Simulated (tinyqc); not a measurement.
Lattice against boundary over temperature: grain-boundary diffusion: Harrison regimes, Fisher and Le Claire analysis, Hart average. Computed by tinyqc, a small Python program. Command: `OMP_NUM_THREADS=1 python tinyqc.py 3014026 3014027 out.jsonl gbdiff walk`. One thread of a shared host (Intel(R) Xeon(R) Processor @ 2.30GHz), about 0.01 s of CPU time with the checks.

A boundary is a slab of width delta with diffusivity D_b, normal to a surface held at constant concentration; it leaks into grains of diffusivity D.

Inputs (values chosen for the exercise, for a model polycrystal):
```
quantity                          value   unit
melting point T_m                  1090      K
lattice prefactor D0            4.1e-05  m^2/s
lattice activation energy E        1.59     eV
boundary prefactor D0b          3.5e-05  m^2/s
boundary activation energy E_b    0.957     eV
boundary width delta               0.55     nm
segregation factor s                  1      -
grain size d                        4.1     um
temperature T                       583      K
time t                             4000      s
```

Constants: k_B = 8.617333262e-05 eV/K.

Method:
- D = D0 exp(-E/(k_B T)), D_b = D0b exp(-E_b/(k_B T)).
- Triple product P = s delta D_b.
- Hart average for parallel slabs: f = delta/d, D_eff = (s f D_b + (1 - f) D)/(1 - f + s f); share of the boundaries = s f D_b/(s f D_b + (1 - f) D); depth sqrt(D_eff t).
- l = sqrt(D t); P = s delta D_b; alpha = s delta/(2 l); beta = P/(2 D l). Regime A if l > 3 d, C if alpha > 1, B if alpha < 0.1, l < d/4 and beta > 10, otherwise a transition.
- D_eff = (s f D_b + (1 - f) D)/(1 - f + s f), f = delta/d; share of the boundaries = s f D_b/(s f D_b + (1 - f) D).

boundary fraction f = 1.34146e-04

Diffusivities (m^2/s):
```
T/T_m  T (K)           D         D_b       D_eff    share      regime
0.3      327  1.2807e-29  6.2320e-20  8.3600e-24  1.00000           C
0.4      436  1.7131e-23  3.0338e-16  4.0714e-20  0.99958           C
0.5      545  8.1204e-20  4.9477e-14  6.7183e-18  0.98791           B
0.6      654  2.2915e-17  1.4769e-12  2.2103e-16  0.89634           B
0.7      763  1.2897e-15  1.6706e-11  3.5306e-15  0.63475  transition
0.8      872  2.6502e-14  1.0305e-10  4.0322e-14  0.34282  transition
0.9      981  2.7819e-13  4.2422e-10  3.3506e-13  0.16984           A
1.0     1090  1.8247e-12  1.3159e-09  2.0009e-12  0.08822           A
```

What does the comparison show, and why?

The apparent activation energy of D_eff is 0.96 eV between the first rows and 1.51 eV between the last, against E_b = 0.957 and E = 1.59 eV. Among these rows boundaries carry most of the flux up to T/T_m = 0.7, the lattice above. Caution: outside regime A (which needs sqrt(D t) above about 3 d) the Hart average and its depth are formal: they describe a profile only in regime A or at steady state. Caution: outside regime A, D_eff and the share of the boundaries hold only at steady state.
